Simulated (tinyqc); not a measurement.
Thermionic emission over a Gaussian spread of barriers: one step of the calculation.

Metal on an n-type semiconductor with one parabolic valley; V > 0 is forward bias (metal positive). Patches of barrier height b are spread as a Gaussian with mean phi - r2 V and variance sg^2 + r3 V; each carries A* T^2 exp(-b/Vt) [exp(V/Vt) - 1].

Question. Apparent barrier, ideality and current. A* = 4 pi q me m0 kB^2/h^3 (times 1e-4 for A/(cm^2 K^2)). The mean of exp(-b/Vt) gives the apparent barrier phi_ap(V) = phi - r2 V - (sg^2 + r3 V)/(2 Vt), J = A* T^2 exp(-phi_ap/Vt) [exp(V/Vt) - 1], and 1/n = 1 + r2 + r3/(2 Vt).

Parameters, values chosen for the exercise; band and dielectric values close to those of gallium arsenide: temperature T = 300 K; electron mass me = 0.0681 m0; barrier height seen from the metal phi = 0.57 eV; standard deviation of the barrier heights sg = 0.033 eV; shift of the mean barrier per volt, with its sign reversed (rho2) r2 = -0.059; change of sg^2 per volt (rho3) r3 = -0.0021 V; bias V = 0.15 V.

Constants: q = 1.602176634e-19 C, kB = 1.380649e-23 J/K, h = 6.62607015e-34 J s, m0 = 9.1093837015e-31 kg, Vt = kB T/q. Results are converted to the units shown.

Find: A*; phi_ap(0); phi_ap(V); n; J.

Answer.

A* = 8.1838 A/(cm^2 K^2)
phi_ap(0) = 0.54894 eV
phi_ap(V) = 0.56388 eV
n = 1.1106
J = 0.081847 A/cm^2

Numbers from tinyqc (`OMP_NUM_THREADS=1 python tinyqc.py 2640169 2640170 out.jsonl`; about 0.01 s on one thread of a shared Intel Xeon 2.30GHz).
